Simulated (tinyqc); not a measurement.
Narrowing against degeneracy: heavy doping: gap narrowing, degeneracy and the minority density.

F_j(eta) = (1/Gamma(j + 1)) integral_0^infinity x^j dx/(1 + exp(x - eta)), which tends to exp(eta) for eta << 0.

Empirical narrowing (Slotboom form, constants chosen for the exercise; published fits of this form give the apparent narrowing, here it is taken as the true one): dEg = E0 [ln(N/N0) + sqrt(ln(N/N0)^2 + C)].

Majority: N = Nc F_1/2(eta), eta the distance of EF beyond the majority band edge in kT. Degeneracy factor gam = F_1/2(eta)/exp(eta). ni0^2 = Nc Nv exp(-Eg/kT); product n p = ni0^2 gam exp(dEg/kT), dEg the true narrowing; apparent narrowing dEa = dEg + kT ln gam; minority density = n p/N.

Constants: kB = 8.617333262e-05 eV/K.

Values chosen for the exercise (gap and densities of states near those of GaAs at this temperature; narrowing constants of the size fitted for Si, not for this material; not measured data): Eg = 1.376 eV (gap); Nc = 6.78e+17 1/cm^3 (conduction-band density of states); Nv = 1.46e+19 1/cm^3 (valence-band density of states); T = 400 K; E0 = 10.32 meV (narrowing scale); N0 = 1.2e+17 1/cm^3 (onset density); C = 0.5 (smoothing constant).

N takes the values listed; the last column is N over the factor gam exp(dEg/kT), the doping that a simple model would need to give the same minority density.

Results:
```
N (1/cm^3)    eta     gam  dEg (meV)  dEa (meV)  minority (1/cm^3)  effective doping (1/cm^3)
2.0e+15     -5.82   0.999        0.6        0.6           2.32e+04                   1.97e+15
7.0e+15     -4.57   0.996        0.9        0.8           6.66e+03                   6.85e+15
2.0e+16     -3.51   0.990        1.4        1.0           2.35e+03                   1.94e+16
7.0e+16     -2.23   0.964        3.6        2.4                697                   6.54e+16
2.0e+17     -1.12   0.901       14.3       10.7                311                   1.47e+17
7.0e+17      0.39   0.698       37.8       25.4                136                   3.35e+17
2.0e+18      2.09   0.367       59.0       24.4               46.2                   9.86e+17
5.0e+18      4.38  0.0919       77.7       -4.6               7.98                   5.71e+18
1.0e+19      7.15  0.0115       91.9      -62.0              0.755                   6.04e+19
```

What can be read from this table?

dEg grows steadily to 91.9 meV, while the apparent value peaks at 25.4 meV for N = 7e+17 and falls to -62.0 meV as the Fermi level enters the band. N grows by a factor 35 from the third to the sixth row and the effective doping by 17.3.

Run: tinyqc, `OMP_NUM_THREADS=1 python tinyqc.py 1680712 1680713 out.jsonl`; Intel(R) Xeon(R) Processor @ 2.30GHz, one thread, shared host; about 0.01 s of CPU time with all checks.
